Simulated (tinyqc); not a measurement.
# AlGaN/GaN HEMT with access regions, lumped model: what changes with what

A polarisation-induced electron sheet under a Schottky gate, in series with two ungated access regions and contacts. Drift law v = mu E/(1 + mu E/vs) under the gate. Currents in mA/mm, resistances in ohm mm. No self-heating, no channel-length modulation; fits for polarisation, barrier and offset are chosen for the exercise.

Inputs (values chosen for the exercise); values close to those of AlGaN/GaN structures: aluminium share of the barrier x = 0.21; barrier thickness d = 20 nm; relative permittivity of barrier and channel eps_r = 9.2; channel mobility mu = 1500 cm^2/(V s); saturation velocity vs = 1.5e7 cm/s; gate length Lg = 1 um; source access length Ls = 0.5 um; drain access length Ld = 1.5 um; resistance of each contact Rc = 0.34 ohm mm; share of the drain-access electrons removed by traps ft = 0; gate voltage Vg = -1 V; critical field Ec = 2.7 MV/cm; depth over which the depleted charge spreads te = 0.28 um; insulator under the field plate tf = 500 nm; relative permittivity of that insulator ei = 3.9.

Constants: q = 1.602176634e-19 C, eps0 = 8.8541878128e-14 F/cm where lengths are in cm. Results are converted to the units shown.

Each table varies one quantity; the others keep the values above.

## Effect of the gate voltage

sigma = (5e13 x + 1.6e13 x^2) cm^-2, phiB = 0.84 + 1.3 x, dEc = 0.7 (1.71 x + x^2) in volts, Cb = eps0 eps_r/d, VT = phiB - dEc - q sigma/Cb, access density n0 = -Cb VT/q. Access resistance R(L, n) = L/(q mu n sqrt(1 - (I/(q n vs))^2)); Rs = Rc + R(Ls, n0), Rd = Rc + R(Ld, (1 - ft) n0). Vg' = Vg - I Rs, Vd' = Vd - I (Rs + Rd); with u = Vg' - VT, Vc = vs Lg/mu and w the smaller of Vd' and Vc [sqrt(1 + 2 u/Vc) - 1] (0 if negative), the channel gives (mu Cb/Lg)(u w - w^2/2)/(1 + w/Vc). I equals that channel current. Isat is I at Vd = 10 V, gm = dIsat/dVg, Ron the limit of Vd/I at small Vd.

The same in every row: VT (V) = -3.577; n0 (cm^-2) = 9.094e12.

Results:

| Vg (V) | Ron (ohm mm) | Isat (mA/mm) | gm (mS/mm) |
|---|---|---|---|
| -3.2 | 5.934 | 29.69 | 134.1 |
| -1.9 | 2.571 | 306.2 | 259.9 |
| -1.2 | 2.284 | 497.7 | 285.1 |
| -0.5 | 2.127 | 703.2 | 300.7 |
| 0.2 | 2.028 | 917.2 | 309.8 |
| 0.8 | 1.969 | 1104 | 313.1 |
| 1.5 | 1.918 | 1323 | 310.8 |

Estimate the missing row, Vg = -2.5 V.

Computed row:

| Vg (V) | Ron (ohm mm) | Isat (mA/mm) | gm (mS/mm) |
|---|---|---|---|
| -2.5 | 3.115 | 160.1 | 223.8 |

With this row back in the table: As Vg goes from -3.2 to 1.5 V, Ron falls from 5.93 to 1.92 ohm mm, Isat rises from 29.7 to 1320 mA/mm and gm goes from 134 through a maximum of 313 (at Vg = 0.8 V among the rows listed) to 311 mS/mm. The ceiling Cb vs is 611 mS/mm. For Vg = -0.5 to 1.5 V the power passes 5 W/mm, where self-heating, left out here, lowers the current. At Vg = 1.5 V Vg comes within 0.2 V of phiB or passes it, so at low drain current, as for Ron, the Schottky gate would conduct.

## Effect of the gate length

Same model as above.

The same in every row: VT (V) = -3.577; n0 (cm^-2) = 9.094e12.

Result of one run:

| Lg (um) | Ron (ohm mm) | Isat (mA/mm) | gm (mS/mm) |
|---|---|---|---|
| 0.09 | 1.652 | 922.3 | 389.6 |

What becomes of these results when the gate length Lg is changed from 0.09 to 0.52 um, all else the same?

Result of the changed run:

| Lg (um) | Ron (ohm mm) | Isat (mA/mm) | gm (mS/mm) |
|---|---|---|---|
| 0.52 | 1.925 | 677.8 | 329.4 |

The whole series:

| Lg (um) | Ron (ohm mm) | Isat (mA/mm) | gm (mS/mm) |
|---|---|---|---|
| 0.05 | 1.627 | 975.4 | 399.9 |
| 0.09 | 1.652 | 922.3 | 389.6 |
| 0.16 | 1.697 | 857.0 | 375.7 |
| 0.29 | 1.779 | 774.2 | 355.8 |
| 0.52 | 1.925 | 677.8 | 329.4 |
| 0.93 | 2.186 | 569.4 | 295.2 |
| 1.7 | 2.675 | 450.0 | 251.3 |
| 3 | 3.500 | 339.8 | 204.0 |

As Lg goes from 0.05 to 3 um, Ron rises from 1.63 to 3.50 ohm mm, Isat falls from 975 to 340 mA/mm and gm falls from 400 to 204 mS/mm. The ceiling Cb vs is 611 mS/mm. For Lg = 0.05 to 0.93 um the power passes 5 W/mm, where self-heating, left out here, lowers the current.

## Field plate: effect of the aluminium share of the barrier

Off state: a depleted stretch that holds the voltage V has the peak field sqrt(k V), k = 2 q n0/(eps0 eps_r te), so one edge holds V1 = Ec^2/k. The sheet under the plate pinches off at Vf = q n0 (1/Cb + tf/(eps0 ei)); beyond it the gate edge is screened. BV = V1 if Vf >= V1, else Vf + V1, and at most Ec Ld.

The same in every row: Ec Ld (V) = 405.0.

Results:

| x | Vf (V) | V1 (V) | BV (V) |
|---|---|---|---|
| 0.14 | 122.1 | 100.2 | 100.2 |
| 0.18 | 174.4 | 70.18 | 70.18 |
| 0.26 | 283.1 | 43.25 | 43.25 |
| 0.3 | 339.4 | 36.07 | 36.07 |
| 0.34 | 397.1 | 30.83 | 30.83 |
| 0.38 | 456.1 | 26.84 | 26.84 |

Estimate the missing row, x = 0.22.

Computed row:

| x | Vf (V) | V1 (V) | BV (V) |
|---|---|---|---|
| 0.22 | 228.1 | 53.67 | 53.67 |

With this row back in the table: BV falls from 100 to 26.8 V. The plate helps (Vf < V1) in 0 of the 7 rows, and the access length caps BV in 0. More sheet charge lowers Ron but steepens the field, so V1 falls.

Program tinyqc, `OMP_NUM_THREADS=1 python tinyqc.py 2570049 2570050 out.jsonl`; Intel Xeon 2.30GHz, shared host, one thread, about 0.01 s.
